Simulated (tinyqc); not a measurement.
From a target to a composition: alloy A(1-x)B(x) by interpolation with bowing. Three cases, with inputs chosen for the exercise.

Problem. An alloy A(1-x)B(x) has the gap E(x) = (1 - x) E_A + x E_B - C1 x (1 - x) at Gamma, C1 the first entry of C. Which x puts hc/E at the given wavelength, and what is the mismatch (a_sub - a(x))/a(x) to a substrate of A, with Vegard for a(x)?

Constants: hc = 1239.841984 eV nm.

Find: target gap; x; mismatch.

Method. Solve C1 x^2 + (E_B - E_A - C1) x + E_A - hc/wavelength = 0; the gap is monotonic in x because |E_B - E_A| > C1, so one root lies between 0 and 1. Whether Gamma is the lowest valley there, and whether such a mismatch can be grown coherently, are separate questions.

Case 1.

Values chosen (out of a larger set: A near InAs, B near AlAs; not measured data): a = (6.063, 5.657) angstrom (lattice constant of A, B); Eg = (0.412, 3.104) eV (gap at Gamma to the s-like level of A, B); C = (0.847, 0, 0) eV (bowing of the Gamma, X and L gaps).

wavelength = 510.206 nm

Solution.

target gap = 2.4301 eV
x = 0.800
mismatch = 5.660 %

Case 2.

Values chosen (out of a larger set: A near GaP, B near InP; not measured data): a = (5.453, 5.87) angstrom (lattice constant of A, B); Eg = (2.906, 1.423) eV (gap at Gamma to the s-like level of A, B); C = (0.722, 0.209, 1.226) eV (bowing of the Gamma, X and L gaps).

wavelength = 524.627 nm

Solution.

target gap = 2.3633 eV
x = 0.270
mismatch = -2.023 %

Case 3.

Values chosen (out of a larger set: A near GaP, B near InP; not measured data): a = (5.45, 5.868) angstrom (lattice constant of A, B); Eg = (2.909, 1.412) eV (gap at Gamma to the s-like level of A, B); C = (0.603, 0.204, 1.012) eV (bowing of the Gamma, X and L gaps).

wavelength = 515.792 nm

Solution.

target gap = 2.4038 eV
x = 0.260
mismatch = -1.955 %

Computed by tinyqc, one run a case: `OMP_NUM_THREADS=1 python tinyqc.py N N+1 out.jsonl` with N = 1080739, 1080744, 1080756; one thread of a shared Intel(R) Xeon(R) Processor @ 2.30GHz, about 0.01 s a run at most.
